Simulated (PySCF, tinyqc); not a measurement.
RHF in the sto-6g basis, for Li-, spin multiplicity 1, step by step. The basis has no diffuse functions, so it cannot describe the extra electron: this is an exercise in the method, not the real anion. This run ends on a higher stationary point, not on the lowest solution. The lowest restricted solution is unstable here: a spin-polarised one lies 0.0049 hartree lower (PySCF). Computed by tinyqc, a small Python program that keeps every step (integrals from PySCF). Settings: charge = -1, multiplicity = 1, basis = sto-6g, energy threshold = 1e-08, iteration cap = 87, orthogonalisation = symmetric, start = highest core orbitals, DIIS depth = 0, damping = 0.2, method = RHF. Command: `OMP_NUM_THREADS=1 python tinyqc.py 30002 30003 out.jsonl` (the two numbers bound the seeds that draw the settings). One thread of a shared host (Intel(R) Xeon(R) Processor @ 2.60GHz), about 0.05 s of CPU time with the checks.

Geometry (angstrom):
```
atom         x         y         z
Li    0.000000  0.000000  0.000000
```

Stop when the energy changes by less than 1e-08 hartree and every element of the error matrix X^T (F D S - S D F) X is below 3e-05.

Course of the cycle:
```
iteration  E (hartree)     change  largest element of the error matrix
1          -1.80994294          -                             0.000000
2          -6.10194222  -4.29e+00                             1.46e-01
3          -6.90168145  -8.00e-01                             8.92e-02
4          -7.06071189  -1.59e-01                             3.75e-02
5          -7.09262713  -3.19e-02                             1.36e-02
6          -7.09902828  -6.40e-03                             4.56e-03
7          -7.10031050  -1.28e-03                             1.48e-03
8          -7.10056714  -2.57e-04                             4.66e-04
9          -7.10061849  -5.13e-05                             1.45e-04
10         -7.10062876  -1.03e-05                             4.47e-05
11         -7.10063082  -2.05e-06                             1.37e-05
12         -7.10063123  -4.11e-07                             4.20e-06
13         -7.10063131  -8.22e-08                             1.28e-06
14         -7.10063133  -1.64e-08                             3.90e-07
15         -7.10063133  -3.29e-09                             1.19e-07
```

Can the last value be used, and what does the course show?

No, though the log alone does not show it. Converged in 15 iterations. But the solution lies 0.19461 hartree above the reference: it is another stationary point, not the lowest restricted one. Reruns (cap 100 unless said): DIIS 8: converged in 16 to a higher stationary point; damping 0.5: converged in 30 to a higher stationary point; level shift 0.5: converged in 10 to a higher stationary point; atomic densities as start, DIIS 8: converged in 3. PySCF RHF in the same basis = -7.29524605 hartree.
